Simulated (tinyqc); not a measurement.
Rectangular fin or nanosheet with a gate all round, subbands and threshold shift from confinement: one step of the calculation.

Undoped body with a flat potential across it, hard walls, transport along x. One isotropic valley (g = 1, mx = my = mz = me). Non-parabolicity enters the subband edges through E (1 + al E) = gamma, so E = 2 gamma/(1 + sqrt(1 + 4 al gamma)); motion within a subband is taken as parabolic with the band-edge mass. Energies are counted from the bulk band edge.

Problem. Lowest subbands. gamma = C pi^2 [a^2/(my (t + dl)^2) + b^2/(mz (H + dl)^2)], C = hbar^2/(2 m0). List the 6 lowest, labelled by quantum numbers, with degeneracy g and N_k: N_k = g sqrt(2 mx m0 kB T/(pi hbar^2)).

Values chosen for this exercise; masses close to those of InAs:
```
symbol,value,unit,meaning
T,77,K,temperature
me,0.0231,m0,mass at the band edge
al,2.6,1/eV,non-parabolicity
t,7.7,nm,width (along y)
dl,0.3,nm,widening of the box by penetration into the insulator
H,7.7,nm,height (along z)
```

Constants: q = 1.602176634e-19 C, kB = 1.380649e-23 J/K, hbar = 1.054571817e-34 J s, m0 = 9.1093837015e-31 kg, hbar^2/(2 m0) = 0.0380998212 eV nm^2. Results are converted to the units shown.

Wanted: E_k; g; N_k.

Solution.

| subband | E_k (eV) | g | N_k (cm^-1) |
|---|---|---|---|
| 1,1 | 0.2900 | 1 | 3.579e5 |
| 1,2 | 0.5330 | 1 | 3.579e5 |
| 2,1 | 0.5330 | 1 | 3.579e5 |
| 2,2 | 0.7130 | 1 | 3.579e5 |
| 1,3 | 0.8153 | 1 | 3.579e5 |
| 3,1 | 0.8153 | 1 | 3.579e5 |

Range of the model: Non-parabolicity also makes carriers heavier within each subband, which is left out, so densities of states are understated at high energy. Levels near or above 1 eV lie beyond real barriers and upper valleys; they are listed for the hard-wall model only.

Computed by the program tinyqc: `OMP_NUM_THREADS=1 python tinyqc.py 2350123 2350124 out.jsonl`, one thread of a shared Intel Xeon 2.30GHz, about 0.1 s for the whole run.
